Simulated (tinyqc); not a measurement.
CCSD on RHF in the sto-3g basis, for H6, spin multiplicity 1, step by step. One step of it, computed by the program tinyqc.

Question. Orthogonalisation. S = U s U^T; canonical form X = U s^(-1/2), so that X^T S X = 1. Each column of U has its largest component positive (the first on a tie).

overlap S, lower triangle:
```
          1H 1s     2H 1s     3H 1s     4H 1s     5H 1s     6H 1s
1H 1s  1.000000
2H 1s  0.650721  1.000000
3H 1s  0.089602  0.289179  1.000000
4H 1s  0.021414  0.089602  0.650721  1.000000
5H 1s  0.000725  0.004919  0.089756  0.289583  1.000000
6H 1s  0.000081  0.000725  0.021458  0.089756  0.650721  1.000000
```

Give: eigenvalues of S; X.

Answer.

eigenvalues of S: 0.242  0.322  0.428  1.323  1.675  2.010

X:
```
            1       2       3       4       5      6
1H 1s  -0.565  -0.838  -0.652  -0.369   0.380  0.216
2H 1s   0.772   0.904   0.500  -0.255   0.386  0.274
3H 1s  -1.074  -0.188   0.703   0.420   0.078  0.356
4H 1s   1.074  -0.187  -0.702   0.420  -0.078  0.356
5H 1s  -0.773   0.902  -0.500  -0.255  -0.385  0.275
6H 1s   0.566  -0.837   0.652  -0.369  -0.379  0.216
```
